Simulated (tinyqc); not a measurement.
Inside a calculation. Method: plane-wave Kohn-Sham cycle with exchange-only LDA in a layered model solid. One step of it, computed by the program tinyqc.

Task: Iteration 1: potential. V_H(G) = 4 pi rho(G)/G^2 for G != 0 (uniform background); v_x = -(3 rho/pi)^(1/3); V = V_ext + V_H + v_x; Fourier components f(G_m) = (1/N) sum_j f(x_j) exp(-i G_m x_j).

A solid whose potential varies along x alone (atomic units):
```
parameter                      value
period a                   10.700000
cross-section of the cell  23.000000
electrons per cell                 2
grid points                       16
plane waves -n..n, n               3
k points                           2
V1 in V1 cos(2 pi x/a)     -0.120000
V2 in V2 cos(4 pi x/a)     -0.040000
```

density at the start, on the grid x_j = j a/N (e/bohr^3): 0.00812678  0.00812678  0.00812678  0.00812678  0.00812678  0.00812678  0.00812678  0.00812678  0.00812678  0.00812678  0.00812678  0.00812678  0.00812678  0.00812678  0.00812678  0.00812678

Give: Potentials on the grid; V(G_m), m = 0, 1, 2, ....

Result:

Potentials on the grid (hartree):
```
x          V_ext     V_H      v_x        V
0.0000   -0.1600  0.0000  -0.1980  -0.3580
0.6687   -0.1391  0.0000  -0.1980  -0.3371
1.3375   -0.0849  0.0000  -0.1980  -0.2828
2.0063   -0.0176  0.0000  -0.1980  -0.2156
2.6750    0.0400  0.0000  -0.1980  -0.1580
3.3438    0.0742  0.0000  -0.1980  -0.1238
4.0125    0.0849  0.0000  -0.1980  -0.1131
4.6813    0.0826  0.0000  -0.1980  -0.1154
5.3500    0.0800  0.0000  -0.1980  -0.1180
6.0187    0.0826  0.0000  -0.1980  -0.1154
6.6875    0.0849  0.0000  -0.1980  -0.1131
7.3563    0.0742  0.0000  -0.1980  -0.1238
8.0250    0.0400  0.0000  -0.1980  -0.1580
8.6937   -0.0176  0.0000  -0.1980  -0.2156
9.3625   -0.0849  0.0000  -0.1980  -0.2828
10.0312  -0.1391  0.0000  -0.1980  -0.3371
```

V(G_m), m = 0, 1, 2, ... (hartree): -0.1980  -0.0600  -0.0200  0.0000  0.0000  0.0000  0.0000
